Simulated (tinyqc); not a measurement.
# Interface traps from C-V curves, high-low and Terman methods: what changes with what

MOS capacitor on an n-type substrate; psi is the band bending, negative in depletion; only majority carriers are counted. At the bending psi the Fermi level lies y = xi - psi below the conduction edge at the surface, xi = Vt ln(Nc/Nd). Dit(y) = D0 + D1 exp(-y/E1); traps fill up to the Fermi level, follow the bias and a slow signal, and do not follow a fast one. V is the gate voltage from flat band.

Parameters, values chosen for the exercise; band and dielectric values close to those of silicon:
```
symbol    value         unit                                   meaning
T           250            K                               temperature
eps_r      11.8                                  relative permittivity
Nc      2.12e19        cm^-3    conduction-band density of states at T
Nd       1.8e17        cm^-3                             donor density
EOT          15           nm                equivalent oxide thickness
D0       3.8e11  cm^-2 eV^-1       trap density far from the band edge
D1       4.8e12  cm^-2 eV^-1  band-tail density at the conduction edge
E1         0.12           eV                  decay energy of the tail
```

Constants: q = 1.602176634e-19 C, kB = 1.380649e-23 J/K, Vt = kB T/q, eps0 = 8.8541878128e-14 F/cm where lengths are in cm. Results are converted to the units shown.

Each table varies one quantity; the others keep the values above.

## Effect of the oxide thickness on the signal

Cox = 3.9 eps0/EOT, LD = sqrt(eps0 eps_r Vt/(q Nd)), u = psi/Vt, Cd = (eps0 eps_r/(sqrt(2) LD)) |exp(u) - 1|/sqrt(exp(u) - u - 1). Ideal V0 = psi - sqrt(2) (eps0 eps_r Vt/LD) sqrt(exp(u) - u - 1)/Cox for psi < 0; the traps add dV = (q/Cox) times the integral of Dit from 0 to psi = (q/Cox) [D0 psi + D1 E1 exp(-xi/E1) (exp(psi/E1) - 1)]. 1/C_HF = 1/Cox + 1/Cd, 1/C_LF = 1/Cox + 1/(Cd + q Dit). All at psi = -0.261 V.

Effect of the oxide thickness on the signal:
```
EOT (nm),dV (mV),C_HF (nF/cm^2),C_LF (nF/cm^2),(C_LF - C_HF)/Cox (%)
1.4,-20.53,227.7,305.6,3.160
2.5,-36.66,212.3,278.5,4.794
4.4,-64.53,190.1,241.5,6.551
8,-117.3,158.6,192.9,7.941
14,-205.3,124.4,144.5,8.159
26,-381.3,86.83,96.19,7.044
46,-674.6,57.78,61.77,5.325
```

What does the table show?

The stretch-out grows in proportion to the EOT, from -20.5 to -675 mV, so thin oxides leave Terman's method little to read; the high-low gap goes from 3.16 through a maximum of 8.16 (at EOT = 14 nm among the rows listed) to 5.33 % of Cox.

## Subthreshold swing with traps

Same model as above.

At psi = -0.261 V the swing of a transistor with this gate would be S = Vt ln 10 (1 + (Cd + q Dit)/Cox), Dit as above.

Subthreshold swing with traps:
```
D0 (cm^-2 eV^-1),Dit (cm^-2 eV^-1),q Dit/Cox,S (mV/decade)
8.5e9,2.402e11,0.1671,111.9
2.5e10,2.567e11,0.1786,112.5
7.3e10,3.047e11,0.2120,114.2
2.1e11,4.417e11,0.3074,118.9
6.2e11,8.517e11,0.5927,133.1
1.8e12,2.032e12,1.414,173.8
5.3e12,5.532e12,3.850,294.6
1.5e13,1.523e13,10.60,629.5
```

S rises from 112 to 630 mV/decade; without traps it is 104. The traps add 10 mV/decade at Dit = 2.90e11 cm^-2 eV^-1 and equal Cox at 1.44e12.

tinyqc, about 0.01 s, one thread, Intel Xeon 2.30GHz (shared host): `OMP_NUM_THREADS=1 python tinyqc.py 2030116 2030117 out.jsonl`
